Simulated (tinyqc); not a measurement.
Two electrons on one impurity (helium-like model): sweeps and comparisons. A value that a table varies takes the place of the one given here.

Units Ha* = 2 Ry m/eps^2 and a* = a0 eps/m. One electron is bound by Z^2/2. Two electrons in the singlet built from exp(-a r) and exp(-b r): S = 8 (ab)^(3/2)/(a + b)^3, h_aa = a^2/2 - Z a, h_bb alike, h_ab = S (ab/2 - Z (a + b)/2), J = ab (a^2 + 3ab + b^2)/(a + b)^3, K = 20 (ab)^3/(a + b)^5, E = (h_aa + h_bb + 2 S h_ab + J + K)/(1 + S^2). For a = b this is a^2 - 2 Z a + 5a/8. Real double donors are deeper, since the central cell is left out.

Constants: e^2/(4 pi eps0) = 14.39964547 eV angstrom.

Parameters, chosen for this exercise (near those of impurities in Si; the results hold for these values, not for the real material):
```
symbol  value                                       unit      meaning
m       0.309                                       m0        one mean mass
eps     11.6                                                  dielectric constant
Zs      (0.99, 1.04, 1.21, 1.69, 1.96, 2.76, 3.96)            charges
a_lat   5.431                                       angstrom  lattice constant
Eg      1.177                                       eV        gap
ED      44.9                                        meV       donor binding
EA      45                                          meV       acceptor binding
W0      5.3                                         x 1e7/s   rate at zero distance
kind    opposite                                              sublattices of donor and acceptor
shells  (32, 55, 115, 189, 266, 319, 405)                     shell numbers
```

## Effective charge

Ha* = 62.4875 meV

Binding of the first electron, of the second (-E - Z^2/2) with equal and with unequal orbitals, and U, the first less the second (unequal).

Results (meV):
```
Z     first  second, equal  second, unequal   a/b      U  U/(Z Ha*)
0.99   30.6          -1.94             0.63  3.79   30.0      0.485
1.04   33.8          -0.72             1.70  3.32   32.1      0.494
1.21   45.7           4.59             6.73  2.62   39.0      0.516
1.69   89.2          29.34            31.17  2.00   58.1      0.550
1.96  120.0          49.58            51.34  1.85   68.7      0.561
2.76  238.0         136.31           137.96  1.63  100.0      0.580
3.96  490.0         341.40           342.98  1.47  147.0      0.594
```

What does this show, and why?

Equal orbitals bind a second electron only above Z = (5/16)/(1 - 1/sqrt2) = 1.067; unequal ones do so in 7 of the 7 rows. Their gain is 2.57 meV in the first row and 1.58 in the last, while the second binding grows to 343 meV, so the gain decides the matter only near Z = 1. U grows almost linearly with Z: U/(Z Ha*) goes from 0.485 to 0.594, towards 5/8, while the first binding grows as Z^2. Angular correlation is left out: at Z = 1 this function binds the second electron by 0.0133 Ha*, half the exact 0.0278.

## Pair lines (donor-acceptor pair recombination)

h nu = Eg - ED - EA + q/(eps R), q = e^2/(4 pi eps0); shell j lies at R = a_lat sqrt(j/2) for the same sublattice and a_lat sqrt(j/2 - 5/16) for opposite ones (on the same sublattice shells 14, 30, 46, 56, 62, ... are empty, where 2j has the form 4^a (8b + 7)); rate W = W0 exp(-2R/aD) with the donor radius aD = q/(2 eps ED). Polarisation and overlap terms, which matter for close pairs, are left out.

Energy, rate and lifetime for each shell.

Lines:
```
shell  R (angstrom)  Coulomb (meV)  h nu (eV)  step to the next shell (meV)  1/W (microsecond)
32            21.51           57.7     1.1448                          0.90              0.424
55            28.32           43.8     1.1309                          0.40               1.14
115           41.07           30.2     1.1173                          0.13               7.18
189           52.71           23.6     1.1107                         0.062               38.7
266           62.56           19.8     1.1069                         0.037                161
319           68.52           18.1     1.1052                         0.028                381
405           77.22           16.1     1.1032                         0.020           1.34e+03
```

limit for distant pairs = 1.0871 eV
aD = 13.8 angstrom

What can be read from the table?

The lines crowd together, on average as R^-3: the step falls from 0.9 to 0.02 meV, so distant pairs merge into a band. Close pairs emit higher and 3.17e+03 times faster over this table, so the band shifts to lower energy with delay and to higher energy with stronger pumping. All these lines lie below Eg, and R/aD runs from 1.6 up.

Computed by tinyqc, a small Python program: `OMP_NUM_THREADS=1 python tinyqc.py 1252167 1252168 out.jsonl` (the numbers bound the seed that draws the inputs); one thread of a shared host (Intel(R) Xeon(R) Processor @ 2.30GHz), about 0.03 s for the whole set of steps.
